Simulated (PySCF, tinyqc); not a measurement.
CCD on RHF in the 3-21g basis, for H3+, spin multiplicity 1, step by step. The lowest restricted solution is unstable here: a spin-polarised one lies 0.0067 hartree lower (PySCF). Computed by tinyqc, a small Python program that keeps every step (integrals from PySCF). Settings: charge = 1, multiplicity = 1, basis = 3-21g, method = RHF, energy threshold = 1e-10, iteration cap = 56, orthogonalisation = symmetric, start = core, DIIS depth = 6, amplitude equations = CCD, DIIS depth for amplitudes = 6, cap on updates = 87. Command: `OMP_NUM_THREADS=1 python tinyqc.py 31070 31071 out.jsonl` (the two numbers bound the seeds that draw the settings). One thread of a shared host (Intel(R) Xeon(R) Processor @ 2.60GHz), about 0.06 s of CPU time with the checks. The early iterations of the SCF are left out here.

## One-electron integrals

Geometry (angstrom):
```
atom         x         y          z
H     0.000000  0.000000   0.000000
H     0.000000  0.000000   1.240000
H     0.000000  0.000000  -1.240000
```

Basis 3-21g: exponents (1/bohr^2) and contraction coefficients of normalised primitives:
```
element  l (shell)  exponent  coefficient
H            s (1)  5.447178     0.156285
H            s (1)  0.824547     0.904691
H            s (2)  0.183192     1.000000
```

Overlap, kinetic and nuclear-attraction integrals over the contracted functions; the nuclear repulsion is the sum of Za Zb / Rab.

nuclear repulsion = 1.06688954 hartree

overlap S:
```
          1H 1s     1H 2s     2H 1s     2H 2s     3H 1s     3H 2s
1H 1s  1.000000  0.645899  0.088168  0.281592  0.088168  0.281592
1H 2s  0.645899  1.000000  0.281592  0.604749  0.281592  0.604749
2H 1s  0.088168  0.281592  1.000000  0.645899  0.000096  0.023457
2H 2s  0.281592  0.604749  0.645899  1.000000  0.023457  0.133752
3H 1s  0.088168  0.281592  0.000096  0.023457  1.000000  0.645899
3H 2s  0.281592  0.604749  0.023457  0.133752  0.645899  1.000000
```

kinetic energy T (hartree):
```
           1H 1s     1H 2s      2H 1s      2H 2s      3H 1s      3H 2s
1H 1s   1.549405  0.293152  -0.064311   0.056945  -0.064311   0.056945
1H 2s   0.293152  0.274788   0.056945   0.110459   0.056945   0.110459
2H 1s  -0.064311  0.056945   1.549405   0.293152  -0.000596  -0.012811
2H 2s   0.056945  0.110459   0.293152   0.274788  -0.012811  -0.012539
3H 1s  -0.064311  0.056945  -0.000596  -0.012811   1.549405   0.293152
3H 2s   0.056945  0.110459  -0.012811  -0.012539   0.293152   0.274788
```

nuclear attraction V (hartree):
```
           1H 1s      1H 2s      2H 1s      2H 2s      3H 1s      3H 2s
1H 1s  -2.574415  -1.333485  -0.174301  -0.567572  -0.174301  -0.567572
1H 2s  -1.333485  -1.498219  -0.531113  -0.877822  -0.531113  -0.877822
2H 1s  -0.174301  -0.531113  -2.361044  -1.195894  -0.000220  -0.043566
2H 2s  -0.567572  -0.877822  -1.195894  -1.303977  -0.043566  -0.200390
3H 1s  -0.174301  -0.531113  -0.000220  -0.043566  -2.361044  -1.195894
3H 2s  -0.567572  -0.877822  -0.043566  -0.200390  -1.195894  -1.303977
```

core Hamiltonian H = T + V (hartree):
```
           1H 1s      1H 2s      2H 1s      2H 2s      3H 1s      3H 2s
1H 1s  -1.025010  -1.040333  -0.238612  -0.510627  -0.238612  -0.510627
1H 2s  -1.040333  -1.223431  -0.474168  -0.767363  -0.474168  -0.767363
2H 1s  -0.238612  -0.474168  -0.811640  -0.902743  -0.000816  -0.056377
2H 2s  -0.510627  -0.767363  -0.902743  -1.029189  -0.056377  -0.212930
3H 1s  -0.238612  -0.474168  -0.000816  -0.056377  -0.811640  -0.902743
3H 2s  -0.510627  -0.767363  -0.056377  -0.212930  -0.902743  -1.029189
```

## Two-electron integrals

Functions are numbered as in S; the eight-fold symmetry (ij|kl) = (ji|kl) = (kl|ij) leaves the list below.

Two-electron integrals (ij|kl) in chemists' order, unique and non-zero (hartree):
```
(11|11) 1.140145   (21|11) 0.611403   (21|21) 0.345152   (22|11) 0.626370
(22|21) 0.380329   (22|22) 0.482957   (31|11) 0.066833   (31|21) 0.039843
(31|22) 0.047867   (31|31) 0.007939   (32|11) 0.141903   (32|21) 0.089479
(32|22) 0.123095   (32|31) 0.019914   (32|32) 0.065073   (33|11) 0.425989
(33|21) 0.273670   (33|22) 0.398502   (33|31) 0.066833   (33|32) 0.255778
(33|33) 1.140145   (41|11) 0.255778   (41|21) 0.145744   (41|22) 0.163138
(41|31) 0.019914   (41|32) 0.045697   (41|33) 0.141903   (41|41) 0.065073
(42|11) 0.331446   (42|21) 0.204242   (42|22) 0.269327   (42|31) 0.032929
(42|32) 0.095040   (42|33) 0.331446   (42|41) 0.095040   (42|42) 0.176628
(43|11) 0.273670   (43|21) 0.175008   (43|22) 0.252458   (43|31) 0.039843
(43|32) 0.145744   (43|33) 0.611403   (43|41) 0.089479   (43|42) 0.204242
(43|43) 0.345152   (44|11) 0.398502   (44|21) 0.252458   (44|22) 0.360146
(44|31) 0.047867   (44|32) 0.163138   (44|33) 0.626370   (44|41) 0.123095
(44|42) 0.269327   (44|43) 0.380329   (44|44) 0.482957   (51|11) 0.066833
(51|21) 0.039843   (51|22) 0.047867   (51|31) 0.003343   (51|32) 0.008020
(51|33) 0.025140   (51|41) 0.014671   (51|42) 0.021211   (51|43) 0.016237
(51|44) 0.024967   (51|51) 0.007939   (52|11) 0.141903   (52|21) 0.089479
(52|22) 0.123095   (52|31) 0.008020   (52|32) 0.020524   (52|33) 0.065871
(52|41) 0.033312   (52|42) 0.053631   (52|43) 0.042545   (52|44) 0.065757
(52|51) 0.019914   (52|52) 0.065073   (53|11) 0.000103   (53|21) 0.000056
(53|22) 0.000059   (53|31) 0.000006   (53|32) 0.000014   (53|33) 0.000041
(53|41) 0.000024   (53|42) 0.000031   (53|43) 0.000026   (53|44) 0.000038
(53|51) 0.000006   (53|52) 0.000014   (53|53) 9.37e-09   (54|11) 0.014258
(54|21) 0.008781   (54|22) 0.011373   (54|31) 0.000773   (54|32) 0.001919
(54|33) 0.006090   (54|41) 0.003271   (54|42) 0.005031   (54|43) 0.003933
(54|44) 0.006061   (54|51) 0.001807   (54|52) 0.005219   (54|53) 1.35e-06
(54|54) 0.000445   (55|11) 0.425989   (55|21) 0.273670   (55|22) 0.398502
(55|31) 0.025140   (55|32) 0.065871   (55|33) 0.213378   (55|41) 0.102177
(55|42) 0.171032   (55|43) 0.137821   (55|44) 0.213325   (55|51) 0.066833
(55|52) 0.255778   (55|53) 0.000041   (55|54) 0.018958   (55|55) 1.140145
(61|11) 0.255778   (61|21) 0.145744   (61|22) 0.163138   (61|31) 0.014671
(61|32) 0.033312   (61|33) 0.102177   (61|41) 0.058472   (61|42) 0.081493
(61|43) 0.065770   (61|44) 0.097991   (61|51) 0.019914   (61|52) 0.045697
(61|53) 0.000024   (61|54) 0.004408   (61|55) 0.141903   (61|61) 0.065073
(62|11) 0.331446   (62|21) 0.204242   (62|22) 0.269327   (62|31) 0.021211
(62|32) 0.053631   (62|33) 0.171032   (62|41) 0.081493   (62|42) 0.131713
(62|43) 0.110057   (62|44) 0.166311   (62|51) 0.032929   (62|52) 0.095040
(62|53) 0.000031   (62|54) 0.008226   (62|55) 0.331446   (62|61) 0.095040
(62|62) 0.176628   (63|11) 0.014258   (63|21) 0.008781   (63|22) 0.011373
(63|31) 0.001807   (63|32) 0.005219   (63|33) 0.018958   (63|41) 0.004408
(63|42) 0.008226   (63|43) 0.011076   (63|44) 0.012953   (63|51) 0.000773
(63|52) 0.001919   (63|53) 1.35e-06   (63|54) 0.000182   (63|55) 0.006090
(63|61) 0.003271   (63|62) 0.005031   (63|63) 0.000445   (64|11) 0.083778
(64|21) 0.050870   (64|22) 0.064597   (64|31) 0.006402   (64|32) 0.016464
(64|33) 0.053301   (64|41) 0.021820   (64|42) 0.036023   (64|43) 0.033767
(64|44) 0.048170   (64|51) 0.006402   (64|52) 0.016464   (64|53) 0.000008
(64|54) 0.001521   (64|55) 0.053301   (64|61) 0.021820   (64|62) 0.036023
(64|63) 0.001521   (64|64) 0.008640   (65|11) 0.273670   (65|21) 0.175008
(65|22) 0.252458   (65|31) 0.016237   (65|32) 0.042545   (65|33) 0.137821
(65|41) 0.065770   (65|42) 0.110057   (65|43) 0.089018   (65|44) 0.137743
(65|51) 0.039843   (65|52) 0.145744   (65|53) 0.000026   (65|54) 0.011076
(65|55) 0.611403   (65|61) 0.089479   (65|62) 0.204242   (65|63) 0.003933
(65|64) 0.033767   (65|65) 0.345152   (66|11) 0.398502   (66|21) 0.252458
(66|22) 0.360146   (66|31) 0.024967   (66|32) 0.065757   (66|33) 0.213325
(66|41) 0.097991   (66|42) 0.166311   (66|43) 0.137743   (66|44) 0.212405
(66|51) 0.047867   (66|52) 0.163138   (66|53) 0.000038   (66|54) 0.012953
(66|55) 0.626370   (66|61) 0.123095   (66|62) 0.269327   (66|63) 0.006061
(66|64) 0.048170   (66|65) 0.380329   (66|66) 0.482957
```

## Orthogonalisation

S = U s U^T; symmetric (Loewdin) form X = U s^(-1/2) U^T, so that X^T S X = 1.

eigenvalues of S: 0.118870  0.307057  0.396592  0.964624  1.559095  2.653761

X:
```
           1H 1s      1H 2s      2H 1s      2H 2s      3H 1s      3H 2s
1H 1s   1.259995  -0.561022   0.022186   0.056215   0.022186   0.056215
1H 2s  -0.561022   1.919826   0.023685  -0.621244   0.023685  -0.621244
2H 1s   0.022186   0.023685   1.241015  -0.486116  -0.008165   0.012899
2H 2s   0.056215  -0.621244  -0.486116   1.532024   0.012899   0.175691
3H 1s   0.022186   0.023685  -0.008165   0.012899   1.241015  -0.486116
3H 2s   0.056215  -0.621244   0.012899   0.175691  -0.486116   1.532024
```

## Iteration 6 (converged): orbitals

converged F (hartree):
```
           1H 1s      1H 2s      2H 1s      2H 2s      3H 1s      3H 2s
1H 1s  -0.138382  -0.658627  -0.279859  -0.410181  -0.279859  -0.410181
1H 2s  -0.658627  -0.697074  -0.389923  -0.497418  -0.389923  -0.497418
2H 1s  -0.279859  -0.389923  -0.072178  -0.519611  -0.047959  -0.117199
2H 2s  -0.410181  -0.497418  -0.519611  -0.494165  -0.117199  -0.229485
3H 1s  -0.279859  -0.389923  -0.047959  -0.117199  -0.072178  -0.519611
3H 2s  -0.410181  -0.497418  -0.117199  -0.229485  -0.519611  -0.494165
```

Diagonalise F' = X^T F X, C = X C', fill 1 alpha and 1 beta electrons from the bottom; D = 2 C_occ C_occ^T. Each column has its largest component positive (the first on a tie).

F' = X^T F X (hartree):
```
           1          2          3          4          5          6
1   0.418841  -0.704275  -0.083102  -0.092313  -0.083102  -0.092313
2  -0.704275   0.029906  -0.131763  -0.211218  -0.131763  -0.211218
3  -0.083102  -0.131763   0.378721  -0.574243  -0.019272   0.013532
4  -0.092313  -0.211218  -0.574243   0.010708   0.013532  -0.041075
5  -0.083102  -0.131763  -0.019272   0.013532   0.378721  -0.574243
6  -0.092313  -0.211218   0.013532  -0.041075  -0.574243   0.010708
```

orbital energies (hartree): MO1 -0.856287, MO2 -0.387847, MO3 -0.083322, MO4 0.754106, MO5 0.837623, MO6 0.963332

coefficients C:
```
            MO1        MO2        MO3        MO4        MO5        MO6
1H 1s  0.253328   0.000000   0.222447  -0.167705   0.000000  -1.329607
1H 2s  0.453455   0.000000   1.227326  -0.302629   0.000000   1.723354
2H 1s  0.177662   0.246494  -0.151515  -0.897954   0.918681   0.110167
2H 2s  0.181557   0.556666  -0.868806   0.898272  -0.857001  -0.603770
3H 1s  0.177662  -0.246494  -0.151515  -0.897954  -0.918681   0.110167
3H 2s  0.181557  -0.556666  -0.868806   0.898272   0.857001  -0.603770
```

D after iteration 6:
```
          1H 1s     1H 2s     2H 1s     2H 2s     3H 1s     3H 2s
1H 1s  0.128350  0.229746  0.090014  0.091987  0.090014  0.091987
1H 2s  0.229746  0.411243  0.161124  0.164656  0.161124  0.164656
2H 1s  0.090014  0.161124  0.063128  0.064512  0.063128  0.064512
2H 2s  0.091987  0.164656  0.064512  0.065926  0.064512  0.065926
3H 1s  0.090014  0.161124  0.063128  0.064512  0.063128  0.064512
3H 2s  0.091987  0.164656  0.064512  0.065926  0.064512  0.065926
```

## Convergence

Stop when the energy changes by less than 1e-10 hartree and every element of the error matrix X^T (F D S - S D F) X is below 3e-06.

Course of the cycle:
```
iteration  E (hartree)     change  largest element of the error matrix
1          -1.09349239          -                             2.23e-01
2          -1.14430981  -5.08e-02                             1.65e-02
3          -1.14507040  -7.61e-04                             1.96e-03
4          -1.14507812  -7.72e-06                             1.06e-04
5          -1.14507813  -8.50e-09                             4.50e-06
6          -1.14507813  -4.57e-11                             1.52e-08
```

PySCF RHF in the same basis = -1.14507813 hartree

Converged in 6 iterations.

## Integrals over molecular orbitals

(pq|rs) = sum C_ip C_jq C_kr C_ls (ij|kl), one index at a time.

one-electron integrals over orbitals h = C^T H C (hartree):
```
           1          2          3          4          5          6
1  -1.355680   0.000000  -0.078587   0.048788   0.000000   0.074545
2   0.000000  -1.068945   0.000000   0.000000  -0.096483   0.000000
3  -0.078587   0.000000  -0.826557  -0.104454   0.000000   0.150594
4   0.048788   0.000000  -0.104454   0.016300   0.000000  -0.031883
5   0.000000  -0.096483   0.000000   0.000000   0.097777   0.000000
6   0.074545   0.000000   0.150594  -0.031883   0.000000  -0.014302
```

Two-electron integrals over orbitals (pq|rs), unique and non-zero (hartree):
```
(11|11) 0.499393    (21|21) 0.120175    (22|11) 0.400636    (22|22) 0.422142
(31|11) 0.078587    (31|22) -0.024395   (31|31) 0.088803    (32|21) -0.104858
(32|32) 0.114076    (33|11) 0.416019    (33|22) 0.377623    (33|31) 0.030377
(33|33) 0.384038    (41|11) -0.048788   (41|22) -0.068307   (41|31) 0.019710
(41|33) -0.041868   (41|41) 0.043049    (42|21) -0.065784   (42|32) 0.054625
(42|42) 0.080434    (43|11) 0.062082    (43|22) 0.066165    (43|31) -0.006431
(43|33) 0.044589    (43|41) -0.036100   (43|43) 0.042076    (44|11) 0.390427
(44|22) 0.421177    (44|31) -0.032503   (44|33) 0.369109    (44|41) -0.084783
(44|43) 0.081139    (44|44) 0.450152    (51|21) 0.043551    (51|32) -0.040206
(51|42) -0.055116   (51|51) 0.039114    (52|11) 0.070017    (52|22) 0.094037
(52|31) -0.024523   (52|33) 0.058147    (52|41) -0.057180   (52|43) 0.054168
(52|44) 0.117833    (52|52) 0.079615    (53|21) -0.038933   (53|32) 0.027782
(53|42) 0.054200    (53|51) -0.035458   (53|53) 0.039793    (54|21) -0.163488
(54|32) 0.156642    (54|42) 0.112091    (54|51) -0.078432   (54|53) 0.065808
(54|54) 0.262345    (55|11) 0.389480    (55|22) 0.422454    (55|31) -0.034414
(55|33) 0.369114    (55|41) -0.085380   (55|43) 0.081871    (55|44) 0.452047
(55|52) 0.118818    (55|55) 0.454122    (61|11) -0.074545   (61|22) -0.008043
(61|31) -0.058211   (61|33) -0.053271   (61|41) 0.003804    (61|43) 0.005079
(61|44) -0.002376   (61|52) 0.002690    (61|55) -0.001326   (61|61) 0.087216
(62|21) 0.016462    (62|32) -0.007602   (62|42) -0.015714   (62|51) 0.009308
(62|53) -0.012212   (62|54) -0.022215   (62|62) 0.008230    (63|11) -0.104403
(63|22) -0.034178   (63|31) -0.059003   (63|33) -0.064721   (63|41) 0.016042
(63|43) -0.013751   (63|44) -0.032987   (63|52) -0.017398   (63|55) -0.032214
(63|61) 0.075741    (63|63) 0.079917    (64|11) 0.017843    (64|22) -0.014163
(64|31) 0.027776    (64|33) 0.002527    (64|41) 0.013140    (64|43) -0.004018
(64|44) -0.021160   (64|52) -0.014971   (64|55) -0.021623   (64|61) -0.011019
(64|63) -0.012977   (64|64) 0.013722    (65|21) 0.023610    (65|32) -0.026142
(65|42) -0.017543   (65|51) 0.013773    (65|53) -0.007969   (65|54) -0.040714
(65|62) 0.000355    (65|65) 0.009633    (66|11) 0.532425    (66|22) 0.353674
(66|31) 0.150888    (66|33) 0.431777    (66|41) -0.027868   (66|43) 0.039880
(66|44) 0.339271    (66|52) 0.036778    (66|55) 0.336590    (66|61) -0.160377
(66|63) -0.175111   (66|64) 0.043277    (66|66) 0.700130
```

## CCD: starting amplitudes

t_ij^ab = <ij||ab> / (e_i + e_j - e_a - e_b), whose energy is MP2.

Starting amplitudes (spin orbitals 1a, 1b, ...; amplitudes related by a flip of all spins are not repeated):
```
from      to          t
1a 1b  2a 2b  -0.128271
1a 1b  3a 3b  -0.057443
1a 1b  6a 6b  -0.023965
1a 1b  3a 6b   0.022453
1a 1b  2a 5b  -0.020140
1a 1b  4a 4b  -0.013366
1a 1b  5a 5b  -0.011545
1a 1b  3a 4b  -0.008270
1a 1b  4a 6b  -0.001109
```

correlation energy = -0.02833582 hartree

## CCD: amplitude update 1

t_ij^ab D_ij^ab are set to the remaining terms of the spin-orbital equations, evaluated with the old amplitudes; for the doubles these are <ij||ab> + 1/2 <ab||ef> t_ij^ef + 1/2 <mn||ij> t_mn^ab + P(ij)P(ab) <mb||ej> t_im^ae + terms in t^2, D the orbital-energy denominators.

Amplitudes after update 1 (spin orbitals 1a, 1b, ...; amplitudes related by a flip of all spins are not repeated):
```
from      to          t
1a 1b  2a 2b  -0.174204
1a 1b  3a 3b  -0.069863
1a 1b  3a 6b   0.029129
1a 1b  6a 6b  -0.026869
1a 1b  2a 5b  -0.021190
1a 1b  4a 4b  -0.009133
1a 1b  5a 5b  -0.007784
1a 1b  3a 4b  -0.006356
1a 1b  4a 6b  -0.001913
```

correlation energy = -0.03568202 hartree

## CCD: amplitude update 2

As before.

Amplitudes after update 2 (spin orbitals 1a, 1b, ...; amplitudes related by a flip of all spins are not repeated):
```
from      to          t
1a 1b  2a 2b  -0.192345
1a 1b  3a 3b  -0.071391
1a 1b  3a 6b   0.031061
1a 1b  6a 6b  -0.026935
1a 1b  2a 5b  -0.021542
1a 1b  4a 4b  -0.007352
1a 1b  5a 5b  -0.006357
1a 1b  3a 4b  -0.004986
1a 1b  4a 6b  -0.002170
```

correlation energy = -0.03807464 hartree

## CCD: amplitude update 3

t_ij^ab D_ij^ab are set to the remaining terms of the spin-orbital equations, evaluated with the old amplitudes; for the doubles these are <ij||ab> + 1/2 <ab||ef> t_ij^ef + 1/2 <mn||ij> t_mn^ab + P(ij)P(ab) <mb||ej> t_im^ae + terms in t^2, D the orbital-energy denominators. DIIS then mixes the stored amplitudes.

DIIS coefficients: -0.663032  1.663032

Amplitudes after update 3 (spin orbitals 1a, 1b, ...; amplitudes related by a flip of all spins are not repeated):
```
from      to          t
1a 1b  2a 2b  -0.204946
1a 1b  3a 3b  -0.070216
1a 1b  3a 6b   0.031872
1a 1b  6a 6b  -0.026759
1a 1b  2a 5b  -0.021958
1a 1b  4a 4b  -0.006231
1a 1b  5a 5b  -0.005572
1a 1b  3a 4b  -0.003746
1a 1b  4a 6b  -0.002354
```

correlation energy = -0.03947348 hartree

## CCD: convergence

E_corr = 1/4 sum <ij||ab> t_ij^ab; stop when the norm of the change is below 1e-8.

Course of the amplitude iterations:
```
update  correlation energy (hartree)  norm of the change
0                        -0.02833582                   -
1                        -0.03568202            9.81e-02
2                        -0.03807464            3.73e-02
3                        -0.03947348            1.55e-02
4                        -0.03945129            2.24e-03
5                        -0.03946011            1.18e-04
6                        -0.03945781            1.89e-05
7                        -0.03945808            3.54e-06
8                        -0.03945815            7.59e-07
9                        -0.03945815            8.52e-09
```

Converged amplitudes (spin orbitals 1a, 1b, ...; amplitudes related by a flip of all spins are not repeated):
```
from      to          t
1a 1b  2a 2b  -0.206322
1a 1b  3a 3b  -0.068510
1a 1b  3a 6b   0.031533
1a 1b  6a 6b  -0.026814
1a 1b  2a 5b  -0.022154
1a 1b  4a 4b  -0.006189
1a 1b  5a 5b  -0.005629
1a 1b  3a 4b  -0.003433
1a 1b  4a 6b  -0.002412
```

CCD total energy = -1.18453628 hartree

Converged in 9 updates, with DIIS from the third.
